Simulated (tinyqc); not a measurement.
Eight-band Kane k.p model, step by step. Values are carried at full precision from step to step, so a last printed digit may differ when a step is redone from the rounded ones.

Constants: hbar^2/2m0 = 3.80998211 eV angstrom^2.

Parameters, chosen for this exercise (near those of InSb; the results hold for these values, not for the real material): Eg = 0.232 eV (gap at Gamma to the s-like level); Dso = 0.812 eV (spin-orbit splitting); Ep = 22.5 eV (Kane energy); me = 0.0143 m0 (electron mass at Gamma); g1 = 34.3 (Luttinger gamma1); g2 = 15.54 (gamma2); g3 = 16.46 (gamma3); k = (0.018, 0.007, 0.02) 1/angstrom (wave vector); kmax = 0.1 1/angstrom (end of the path).

## Derived values

P = sqrt(Ep c); A = 1/me - Ep (Eg + 2 Dso/3)/(Eg (Eg + Dso)) keeps the electron mass; g1' = g1 - Ep/(3 Eg), g2' = g2 - Ep/(6 Eg), g3' = g3 - Ep/(6 Eg) remove the coupling to S that the Luttinger values already hold; L = -c (g1' + 4 g2'), M = -c (g1' - 2 g2'), N = -6 c g3'. c = hbar^2/2m0.

P = 9.2588 eV angstrom
A = -1.9090

g1', g2', g3': 1.9724  -0.6238  0.2962

L, M, N (eV angstrom^2): 1.9917  -12.2681  -6.7713

The coupling to the valence bands supplies 71.84, against 1/me = 69.93; A makes up the difference. The diagonal terms in A and L bend towards the gap, so the set should be tested for spurious states at large k.

## The Hamiltonian at one k

Eight-band Kane model, basis S, X, Y, Z times spin, zero of energy at the top of the unstrained valence band, c = hbar^2/2m0. Within each spin: H_SS = Eg + A c k^2, H_SX = i P kx (likewise Y, Z), H_XX = -Dso/3 + L kx^2 + M (ky^2 + kz^2), H_XY = N kx ky, and cyclic. Spin-orbit term (Dso/3) L.sigma on X, Y, Z with (L_k)_ij = -i epsilon_kij: <X+|H|Y+> = -i Dso/3, <X+|H|Z-> = Dso/3, <Y+|H|Z-> = -i Dso/3, <Z+|H|X-> = -Dso/3, <Z+|H|Y-> = i Dso/3, <X-|H|Y-> = i Dso/3, and their conjugates; + and - are the spin along z. Terms from inversion asymmetry are left out, so every level is twofold.

Fill in the matrix.

H(k) (eV), lower triangle (Hermitian):
```
          S+               X+       Y+        Z+        S-               X-
S+    0.2264
X+  -0.1667i          -0.2755
Y+  -0.0648i  -0.0009+0.2707i  -0.2795
Z+  -0.1852i          -0.0024  -0.0009   -0.2744
S-         0                0        0         0    0.2264
X-         0                0        0   -0.2707  -0.1667i          -0.2755
Y-         0                0        0  -0.2707i  -0.0648i  -0.0009-0.2707i
Z-         0           0.2707  0.2707i         0  -0.1852i          -0.0024

         Y-       Z-
Y-  -0.2795
Z-  -0.0009  -0.2744
```

## Levels and orbital character

Diagonalise H; the levels come in pairs. The weights are summed over spin and averaged over each pair.

levels, each twofold (eV): -0.8397  -0.1225  -0.0050  0.3641

weights:
```
   pair 1  pair 2  pair 3  pair 4
S   0.021   0.231   0.000   0.748
X   0.330   0.274   0.295   0.101
Y   0.315   0.198   0.457   0.031
Z   0.334   0.297   0.248   0.121
```

The conduction pair has 25.2 % valence character at this k; the valence pair with most S character is pair 2 (23.1 %).

## Bands along [100] and [111]

The same diagonalisation at six points |k| = 0, kmax/5, ..., kmax along each direction.

Levels (eV):
```
direction  |k| (1/angstrom)   pair 1   pair 2   pair 3  pair 4
[100]                 0.000  -0.8120   0.0000   0.0000  0.2320
[100]                 0.020  -0.8260  -0.0734  -0.0049  0.3124
[100]                 0.040  -0.8690  -0.1958  -0.0196  0.4567
[100]                 0.060  -0.9426  -0.3148  -0.0442  0.6142
[100]                 0.080  -1.0466  -0.4218  -0.0785  0.7760
[100]                 0.100  -1.1774  -0.5175  -0.1227  0.9394
[111]                 0.000  -0.8120   0.0000   0.0000  0.2320
[111]                 0.020  -0.8262  -0.0752  -0.0021  0.3116
[111]                 0.040  -0.8713  -0.1991  -0.0084  0.4511
[111]                 0.060  -0.9532  -0.3137  -0.0189  0.5985
[111]                 0.080  -1.0755  -0.4063  -0.0336  0.7446
[111]                 0.100  -1.2346  -0.4776  -0.0526  0.8866
```

At kmax the conduction band lies 52.8 meV and the top valence band 70.1 meV apart between the two directions. k.p holds near Gamma; the zone edge lies near 1 1/angstrom.

## Masses at Gamma

m*/m0 = c h^2/(E(h) - E(0)) with |k| = h = 0.0001 1/angstrom; negative values are hole-like.

Masses (m0):
```
direction  pair 1  pair 2  pair 3  pair 4
[100]      -0.109  -0.015  -0.311   0.014
[111]      -0.109  -0.015  -0.725   0.014
```

Without strain the limits are known: me for pair 4, -1/(g1 -/+ 2 g2) for the heavy and light holes along [100], -1/(g1 -/+ 2 g3) along [111], and -1/(g1 - Ep Dso/(3 Eg (Eg + Dso))) = -0.109 for the split-off band.

## Checks

- Electron mass of the unstrained model by finite differences against the input me: both 0.01430.
- Heavy-hole mass along [100] against 1/(g1 - 2 g2): both 0.3106.
- Light-hole mass along [100] against 1/(g1 + 2 g2): both 0.01530.

Computed by tinyqc, a small Python program: `OMP_NUM_THREADS=1 python tinyqc.py 1051506 1051507 out.jsonl` (the numbers bound the seed that draws the inputs); one thread of a shared host (Intel(R) Xeon(R) Processor @ 2.30GHz), about 0.01 s for the whole set of steps.
